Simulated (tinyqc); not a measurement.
# Anisotropic elasticity and sound waves of a cubic crystal, step by step

A worked calculation. Computed by tinyqc, a small Python program that keeps every step. Command: `OMP_NUM_THREADS=1 python tinyqc.py 3016290 3016291 out.jsonl cubicelastic walk`. One thread of a shared host (Intel(R) Xeon(R) Processor @ 2.30GHz), about 0.01 s of CPU time with the checks. Intermediate numbers are printed to about 6 digits and carried at full precision; extremes and crossings named in words are read from the listed rows.

Voigt order 1..6 = xx, yy, zz, yz, xz, xy, with engineering shear strains. The rotated frame has x' as named, z' along the wafer normal and y' = z' x x'.

Inputs (values chosen for the exercise, for a model crystal):
```
quantity                                value    unit
C11                                       384     GPa
C12                                      84.5     GPa
C44                                       104     GPa
density rho                              10.9  g/cm^3
expansion coefficient of the film         3.6   ppm/K
expansion coefficient of the substrate    2.6   ppm/K
cooling Delta T                           500       K
```

Frame: (111) wafer, x' along [1-10].

wave normal (not normalised): 2  4.5  3.2

## Compliances and anisotropy

S11 = (C11 + C12)/D, S12 = -C12/D, D = (C11 - C12)(C11 + 2 C12), S44 = 1/C44. Zener ratio A = 2 C44/(C11 - C12); S0 = S11 - S12 - S44/2; H = 2 C44 + C12 - C11.

S11 = 2.82870 1/TPa

S12 = -0.510193 1/TPa

S44 = 9.61538 1/TPa

Zener ratio A = 0.694491

S0 = -1.46879 1/TPa

H = -91.5 GPa

## Stiffness in the rotated frame

direction cosines a (rows x', y', z' in the cube axes):
```
           x          y          z
x'  0.707107  -0.707107   0.000000
y'  0.408248   0.408248  -0.816497
z'  0.577350   0.577350   0.577350
```

C'_ijkl = C12 delta_ij delta_kl + C44 (delta_ik delta_jl + delta_il delta_jk) - H sum_m a_im a_jm a_km a_lm.

C' (GPa):
```
         1        2        3        4        5        6
1  338.250   99.750  115.000   21.567    0.000    0.000
2   99.750  338.250  115.000  -21.567    0.000    0.000
3  115.000  115.000  323.000    0.000    0.000    0.000
4   21.567  -21.567    0.000  134.500    0.000    0.000
5    0.000    0.000    0.000    0.000  134.500   21.567
6    0.000    0.000    0.000    0.000   21.567  119.250
```

Normal stress couples to shear strain in this frame.

## Moduli along the axes of the frame

Invert C' to S'. E along x' = 1/S'11, along y' = 1/S'22; Poisson ratios nu(x'y') = -S'12/S'11 and nu(x'z') = -S'13/S'11; in-plane shear modulus 1/S'66.

E along x' = 280.654 GPa

E along y' = 280.654 GPa

nu(x'y') = 0.211892

nu(x'z') = 0.280596

in-plane shear modulus = 115.792 GPa

The plane is isotropic in E.

## Thermal stress in a film with this orientation

On cooling, a thick substrate imposes eps_1 = eps_2 = (alpha_film - alpha_substrate) Delta T and eps_6 = 0; the free surface sets sigma_3 = sigma_4 = sigma_5 = 0, which fixes eps_3, eps_4, eps_5. Biaxial modulus M = (sigma_1 + sigma_2)/(2 eps); energy density M eps^2. Elastic response and constant coefficients are assumed.

in-plane strain = 0.5 per mille

elastic strain along the normal = -0.356037 per mille

stress along x' = 178.056 MPa

stress along y' = 178.056 MPa

biaxial modulus M = 356.111 GPa

energy density = 0.0890279 MJ/m^3

The film ends in tension.

## Sound waves along the wave normal

In the cube axes, with unit normal n: G_ij = (C12 + C44) n_i n_j + (C44 - H n_i^2) delta_ij, eigenvalues rho v^2, eigenvectors u (columns, largest component positive). Group velocity V_i = [(C12 + C44)(u.n) u_i + C44 n_i - H u_i^2 n_i]/(rho v); its angle to n has cosine v/|V|.

Christoffel matrix (GPa):
```
         x        y        z
x  136.473   49.188   34.978
y   49.188  268.395   78.701
z   34.978   78.701  187.131
```

phase velocities (m/s): 3282.00  3583.30  5540.79

polarisations:
```
        slow       fast  longitudinal
x   0.940605   0.175182      0.290817
y  -0.146884  -0.562294      0.813788
z  -0.306085   0.808169      0.503165
```

group speeds (m/s): 3403.47  3655.32  5573.01

angles between V and n (degree): 15.3538  11.3929  6.1638

Energy flows off the wave normal by up to 15.4 degrees, for the slow transverse wave.

## Polycrystal bounds against single-crystal directions

B = (C11 + 2 C12)/3; Voigt G = (C11 - C12 + 3 C44)/5; Reuss G = 5/(4 (S11 - S12) + 3 S44); Hill is their mean; E = 9BG/(3B + G), nu = (3B - 2G)/(6B + 2G). Along <hkl>, with g = 0, 1/4, 1/3: 1/E = S11 - 2 S0 g; for a film with that normal C33 = C11 + 2 H g and M = [6B - (3B - C33) - (3B - C33)^2/C33]/2.

bulk modulus B = 184.333 GPa

Averages:
```
average  G (GPa)  E (GPa)        nu
Voigt    122.300  300.453  0.228343
Reuss    118.479  292.721  0.235334
Hill     120.389  296.598  0.231828
```

Directions:
```
direction  E (GPa)  biaxial modulus M (GPa)
<100>      353.519                  431.311
<110>      280.654                  377.454
<111>      262.612                  356.111
```

The bounds on G differ by 3.2 %, while E varies by a factor 1.35 with direction; with A below 1 the stiffest axis is <100>. Under a fixed mismatch strain, grains with a <111> normal store the least energy.

Checks made by the program: E along x' against 1/E = S11 - 2 S0 (l^2 m^2 + m^2 n^2 + n^2 l^2) (relative difference below 1e-10); closed form of M against the matrix solution (relative difference below 1e-10).
